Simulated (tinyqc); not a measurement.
Inside a calculation. Model: Tersoff bond-order potential. Computed by tinyqc, a small Python program that keeps every step. Command: `OMP_NUM_THREADS=1 python tinyqc.py 3000647 3000648 out.jsonl tersoff walk`. One thread of a shared host (Intel(R) Xeon(R) Processor @ 2.30GHz), about 0.01 s of CPU time with the checks. Intermediate numbers are printed to about 6 digits and carried at full precision; extremes and crossings named in words are read from the listed rows.

E = (1/2) sum_(i, j != i) [A exp(-lambda r_ij) - b_ij B exp(-mu r_ij)], b_ij = (1 + (beta zeta_ij)^n)^(-1/(2n)), zeta_ij = sum_(k != i, j) g(theta_ijk), g = 1 + c^2/d^2 - c^2/(d^2 + (h - cos theta)^2), with theta at atom i. Only nearest neighbours count (cut-off function 1 for them, 0 beyond).

Inputs (values chosen for the exercise, modelled on carbon):
```
quantity                  value        unit
A                        1400.3          eV
B                        351.84          eV
lambda                   3.4879  1/angstrom
mu                       2.2119  1/angstrom
beta                   1.69e-07           -
n                        0.7348           -
c                         37010           -
d                         4.291           -
h                       -0.5888           -
bond length r_12           1.58    angstrom
bond length r_13           1.59    angstrom
angle theta at atom 1       120     degrees
```

Constants: 1 eV/angstrom^3 = 160.2176634 GPa.

## An open trimer

Atom 1 binds atoms 2 and 3, which do not interact. b_12 = b_13 follow from zeta = g(theta); b_21 = b_31 = 1. E = sum over the two bonds of A exp(-lambda r) - (b + 1)/2 B exp(-mu r).

g(theta) = 31846.2

bond order b_12 = 0.985621

repulsive terms (eV): 5.66077  5.46673

attractive terms B exp(-mu r) (eV): 10.6800  10.4464

energy of the trimer = -9.84701 eV

g is least (g = 1) at cos theta = h, 126.1 degrees, wider than the tetrahedral 109.47.

## The diamond lattice

zeta = 3 g(cos theta = -1/3). With z equal bonds of order b, r = ln(lambda A/(mu b B))/(lambda - mu) and E per atom = -(z/2) b B exp(-mu r)(1 - mu/lambda). a0 = 4 r/sqrt3; B0 = phi''(r)/(3 a0) with phi'' = mu (lambda - mu) b B exp(-mu r), since b does not change under uniform scaling.

zeta = 788241

bond order b = 0.869878

bond length = 1.54868 angstrom

energy per atom of the diamond lattice = -7.28506 eV

lattice constant a0 = 3.57652 angstrom

bulk modulus B0 = 419.624 GPa

## Elastic constants of the diamond lattice

Second derivatives of the energy per atom, volume V = a0^3/8: e_xx gives C11; e_xx = -e_yy gives 2 (C11 - C12); e_xy = e_yx = s/2 with a sublattice shift u_z gives C44 = (E_ss - E_su^2/E_uu)/V and Kleinman's parameter |E_su/E_uu|/(a0/4).

C11 = 1034.21 GPa

C12 = 112.329 GPa

C44 = 632.654 GPa

Kleinman's parameter = 0.233187

## Unrelaxed vacancy

Each of the four neighbours loses one bond; its three other bonds now have zeta = 2 g, for the direction that starts at it. E_v = -E + 12 x (1/2)(b(3g) - b(2g)) B exp(-mu r), where -E is the pair-like cost.

b(2g) = 0.899312

unrelaxed vacancy energy E_v = 5.26359 eV

Stronger back bonds return 2.021 eV, so E_v is 72 % of the cohesive energy.

## Energy against coordination

Angles seen from one bond (cos theta: count): chain -1: 1; graphitic -1/2: 2; diamond -1/3: 3; square net 0: 2, -1: 1; simple cubic 0: 4, -1: 1; bcc 1/3: 3, -1/3: 3, -1: 1; fcc 1/2: 4, 0: 2, -1/2: 4, -1: 1.

Relaxed structures:
```
structure      z         zeta        b  r (angstrom)  E per atom (eV)  E per bond (eV)
dimer          1            0  1.00000       1.43943         -2.66601         -5.33202
chain          2  6.76926e+05  0.88168       1.53812         -3.77918         -3.77918
graphitic      3  6.36924e+04  0.97635       1.45819         -7.49151         -4.99434
diamond        4  7.88241e+05  0.86988       1.54868         -7.28506         -3.64253
square net     4  3.42652e+06  0.70561       1.71270         -4.11127         -2.05564
simple cubic   6  6.17612e+06  0.61727       1.81753         -4.27842         -1.42614
bcc            8  1.13167e+07  0.52054       1.95110         -3.58001         -0.89500
fcc           12  2.15535e+07  0.41944       2.12034         -2.97585         -0.49598
```

The lowest are graphitic, diamond and simple cubic, the first two 0.206 eV apart. The bond order falls from 1 to 0.419 and the bond weakens from -5.33 to -0.50 eV, as b^(lambda/(lambda - mu)) with exponent 2.73. With the same z = 4 the square net lies 3.17 eV above diamond, from its angles alone. Caution: in bcc and other dense structures second neighbours can fall inside the usual cut-off; they are left out here.

Checks made by the program: (C11 + 2 C12)/3 against B0 (relative difference 9e-09).
